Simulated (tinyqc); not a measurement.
# Fully depleted semiconductor-on-insulator film with two gates, non-linear Poisson equation by Newton steps: what changes with what

One dimension across the film, front interface at x = 0, back interface at x = ts. psi is counted from the intrinsic level, n = ni exp(psi/Vt) (source grounded), holes neglected, acceptors ionised. Gates act through Cox = eps0 eox/tox and Cbox = 3.9 eps0/tb with potentials G1 = Vg - (phiM - chi - Vt ln(Nc/ni)) and G2 = Vb - (phiB - chi - Vt ln(Nc/ni)). Classical Boltzmann densities, no interface charge, no depletion in the back plane.

Inputs (values chosen for the exercise); band and dielectric values close to those of silicon:
```
symbol,value,unit,meaning
T,300,K,temperature
Eg,1.11,eV,band gap
eps_r,11.8,,relative permittivity
Nc,2.76e19,cm^-3,conduction-band density of states at T
Nv,2.63e19,cm^-3,valence-band density of states at T
chi,4.1,eV,electron affinity
eox,3.9,,relative permittivity of the gate insulator (close to silicon dioxide)
tox,2.6,nm,insulator thickness
ts,14,nm,film thickness
tb,12,nm,buried-oxide thickness (eps_r 3.9)
Na,1.5e16,cm^-3,acceptor density of the film
phiM,4.36,eV,work function of the front gate
phiB,5.15,eV,work function of the back plane
Vb,-0.3,V,back-gate voltage
```

Constants: q = 1.602176634e-19 C, kB = 1.380649e-23 J/K, Vt = kB T/q, eps0 = 8.8541878128e-14 F/cm where lengths are in cm. Results are converted to the units shown.

Each table varies one quantity; the others keep the values above.

## Charge against front-gate voltage

ni = sqrt(Nc Nv) exp(-Eg/(2 Vt)), Eg in volts. The Poisson equation eps0 eps_r d2psi/dx2 = q (n + Na), with -eps0 eps_r dpsi/dx = Cox (G1 - psi) at x = 0 and eps0 eps_r dpsi/dx = Cbox (G2 - psi) at x = ts, is solved on 300 equal intervals with half boxes at both ends; N_inv is the trapezoid sum of n. Swing = ln 10/(d ln N_inv/dVg); the last column is (dN_inv/dVb)/(dN_inv/dVg).

Charge against front-gate voltage:
columns A: Vg (V); B: psi front (V); C: psi back (V); D: N_inv (cm^-2); E: centroid/ts; F: swing (mV/decade); G: q dN_inv/dVg over Cox; H: back/front leverage
```
A          B        C        D       E       F        G      H
-0.01  0.138   -0.123   3.62e5  0.0985    70.8  1.42e-6  0.189
0.14   0.267  -0.0297   4.81e7  0.0866    70.5  1.89e-4  0.185
0.29   0.396   0.0634   6.31e9  0.0772    72.2   0.0243  0.182
0.44   0.498    0.134  2.78e11  0.0686     151    0.511  0.179
0.59   0.541    0.157  1.13e12  0.0603     396    0.793  0.175
0.74   0.563    0.165  2.17e12  0.0537     693    0.872  0.173
0.89   0.578    0.170  3.28e12  0.0485  1.01e3    0.907  0.171
1.04   0.590    0.173  4.42e12  0.0443  1.33e3    0.927  0.170
1.19   0.599    0.175  5.59e12  0.0409  1.65e3    0.940  0.169
```

N_inv passes 1e11 cm^-2 at Vg = 0.386 V. The swing starts at 70.8 mV a decade, against (1 + k) Vt ln 10 = 68.8 for a front channel with k = Cs Cbox/(Cox (Cs + Cbox)) = 0.156, Cs = eps0 eps_r/ts; above threshold this column is no longer a subthreshold swing. The centroid falls from 0.0985 to 0.0409 of ts and the leverage of the back gate falls from 0.189 to 0.169. For Vg = 0.59, 0.74, 0.89, 1.04, 1.19 the density at an interface exceeds 0.3 Nc, where Boltzmann statistics fail. In every row the classical centroid lies within 3 nm of an interface, where confinement, left out, would push it away.

## Threshold and coupling against the buried-oxide thickness

VT is the Vg for N_inv = 1e11 cm^-2; -dVT/dVb from the linearised equation. Limits with Cs = eps0 eps_r/ts: front channel Cs Cbox/(Cox (Cs + Cbox)), back channel Cbox (Cox + Cs)/(Cox Cs). Swing at N_inv = 1e8 cm^-2.

Threshold and coupling against the buried-oxide thickness:
```
tb (nm)  VT (V)  centroid/ts at VT  -dVT/dVb  front-channel limit  back-channel limit  swing (mV/decade)
6         0.512             0.0458     0.270                0.245                1.20               75.9
9.9       0.419             0.0627     0.203                0.179               0.730               71.9
16        0.342             0.0889     0.149                0.126               0.452               68.7
27        0.275              0.135     0.104               0.0822               0.268               66.0
45        0.227              0.200    0.0718               0.0524               0.161               64.1
73        0.194              0.271    0.0497               0.0335              0.0990               62.7
120       0.170              0.334    0.0330               0.0209              0.0602               61.7
200       0.155              0.381    0.0210               0.0127              0.0361               60.9
```

Read the table: what changes, and by how much?

As tb goes from 6 to 200, VT falls from 0.512 to 0.155 V, the centroid rises from 0.0458 to 0.381 of ts and -dVT/dVb falls from 0.270 to 0.0210. The coupling covers 2.64 % of the way from the front-channel to the back-channel limit in the first row and 35.2 % in the last.

tinyqc, about 0.6 s, one thread, Intel Xeon 2.30GHz (shared host): `OMP_NUM_THREADS=1 python tinyqc.py 2190157 2190158 out.jsonl`
